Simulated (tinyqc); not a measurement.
Inside a calculation. Method: power iteration on a symmetric matrix. Computed by tinyqc, a small Python program that keeps every step. Settings: method = power, shift = 0.22. Command: `OMP_NUM_THREADS=1 python tinyqc.py 21521 21522 out.jsonl` (the two numbers bound the seeds that draw the settings). One thread of a shared host (Intel(R) Xeon(R) Processor @ 2.60GHz), about 0.01 s of CPU time with the checks.

A:
```
          1          2          3          4
1  0.027000   0.689000   0.418000   0.191000
2  0.689000   0.042000  -1.288000  -0.226000
3  0.418000  -1.288000   1.926000  -0.081000
4  0.191000  -0.226000  -0.081000   4.599000
```

Stop when the residual |A v - lambda v| is below 1e-9.

Steps:

| step | lambda | residual |
|---|---|---|
| 1 | 4.24807527 | 1.21e+00 |
| 2 | 4.55809293 | 4.42e-01 |
| 3 | 4.60304158 | 1.84e-01 |
| 4 | 4.61244915 | 8.62e-02 |
| 5 | 4.61480251 | 4.37e-02 |
| 6 | 4.61544472 | 2.29e-02 |
| 7 | 4.61562625 | 1.22e-02 |
| 8 | 4.61567824 | 6.55e-03 |
| 9 | 4.61569319 | 3.51e-03 |
| 10 | 4.61569750 | 1.89e-03 |
| 11 | 4.61569875 | 1.01e-03 |
| 12 | 4.61569911 | 5.44e-04 |
| 13 | 4.61569921 | 2.92e-04 |
| 14 | 4.61569924 | 1.57e-04 |
| 15 | 4.61569925 | 8.42e-05 |
| 16 | 4.61569925 | 4.52e-05 |
| 17 | 4.61569925 | 2.43e-05 |
| 18 | 4.61569925 | 1.30e-05 |
| 19 | 4.61569925 | 7.01e-06 |
| 20 | 4.61569925 | 3.76e-06 |
| 21 | 4.61569925 | 2.02e-06 |
| 22 | 4.61569925 | 1.09e-06 |
| 23 | 4.61569925 | 5.83e-07 |
| 24 | 4.61569925 | 3.13e-07 |
| 25 | 4.61569925 | 1.68e-07 |
| 26 | 4.61569925 | 9.03e-08 |
| 27 | 4.61569925 | 4.85e-08 |
| 28 | 4.61569925 | 2.60e-08 |
| 29 | 4.61569925 | 1.40e-08 |
| 30 | 4.61569925 | 7.51e-09 |

Can the last value be used, and what does the course show?

Not by the stop rule, although the second column moves by less than 1e-07 over the last three steps. Not converged in 30 steps: the residual falls only by the ratio of the two largest distances of eigenvalues from the shift, 0.54 a step. all eigenvalues, for comparison: -1.173400  0.570955  2.580746  4.615699.
